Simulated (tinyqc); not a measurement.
# Which input was changed?

Model: global model of a low-pressure process discharge: electron temperature, density, ion flux and ion energy. Computed by tinyqc, a small Python program. Command: `OMP_NUM_THREADS=1 python tinyqc.py 3111842 3111843 out.jsonl plasma which`. One thread of a shared host (Intel(R) Xeon(R) Processor @ 2.30GHz), about 0.06 s of CPU time with the checks.

Maxwellian electrons with temperature T_e in eV, one positive ion, no negative ions, uniform bulk density n; rate constants have the Arrhenius form.

Inputs (values chosen for the exercise, of the order of those of an inductive discharge in a simple atomic gas):
```
quantity                          value   unit
ion mass M                           32      u
ionisation prefactor K0         2.4e-14  m^3/s
ionisation energy E_iz             16.8     eV
excitation prefactor X0           1e-14  m^3/s
excitation energy E_ex             11.5     eV
elastic rate constant K_el      5.8e-14  m^3/s
ion-neutral cross section       7.3e-19    m^2
pressure p                         0.27     Pa
gas temperature T_g                 400      K
radius R                             18     cm
height L                             17     cm
absorbed power P                    160      W
bias power P_b                      170      W
radius of the biased electrode       10     cm
bias frequency                    13.56    MHz
```

Constants: k_B = 1.380649e-23 J/K; e = 1.602176634e-19 C; u = 1.6605390666e-27 kg; m_0 = 9.1093837015e-31 kg; eps_0 = 8.8541878128e-12 F/m.

Method:
- n_g = p/(k_B T_g); lambda_i = 1/(n_g sigma); h_L = 0.86/sqrt(3 + L/(2 lambda_i)), h_R = 0.8/sqrt(4 + R/lambda_i); A_eff = 2 pi R^2 h_L + 2 pi R L h_R; d_eff = pi R^2 L/A_eff.
- Particle balance: K0 exp(-E_iz/T_e) n_g d_eff = u_B, u_B = sqrt(e T_e/M).
- Root found by bracketing.
- E_c = E_iz + (X0 exp(-E_ex/T_e) E_ex + K_el (3 m_0/M) T_e)/K_iz; wall potential V_s = (T_e/2) ln(M/(2 pi m_0)); E_T = E_c + 2 T_e + T_e/2 + V_s; n = P/(e u_B A_eff E_T); ion current density J = e h_L n u_B; ionised share n/n_g.
- All bias power goes to ions: V_b = P_b/(J pi r^2). Debye length at the sheath edge lambda_D = sqrt(eps_0 T_e/(e h_L n)); Child-law sheath s = (sqrt2/3) lambda_D (2 V/T_e)^(3/4), V = V_b + V_s; ion transit time tau_i = 3 s sqrt(M/(2 e V)); collisions in the sheath s/lambda_i.

Task: One of these inputs alone was changed, within the range given: ionisation prefactor K0 (1.2e-14 to 4.8e-14); excitation prefactor X0 (5e-15 to 2e-14); height L (8.5 to 34); bias power P_b (85 to 340). Which one, and to what value?

Results:
```
run     bias voltage V_b (V)  T_e (eV)  plasma density n (1/cm^3)
before              732.9215  4.361456               3.629532e+10
after               819.1476  4.361456               3.629532e+10
```

Result:

Each candidate set to reproduce bias voltage V_b, and what it then gives:
```
candidate                            range searched  value needed  T_e (eV)  plasma density n (1/cm^3)
ionisation prefactor K0 (m^3/s)  1.2e-14 to 4.8e-14     1.701e-14    4.8654                 3.0747e+10
excitation prefactor X0 (m^3/s)      5e-15 to 2e-14     1.465e-14    4.3615                 3.2475e+10
height L (cm)                             8.5 to 34         21.07    4.1706                 3.5153e+10
bias power P_b (W)                        85 to 340         190.0    4.3615                 3.6295e+10
```

Only bias power P_b fits every result: it went from 170 to 190 W. The next best candidate, height L, misses one result by 4.4 %.
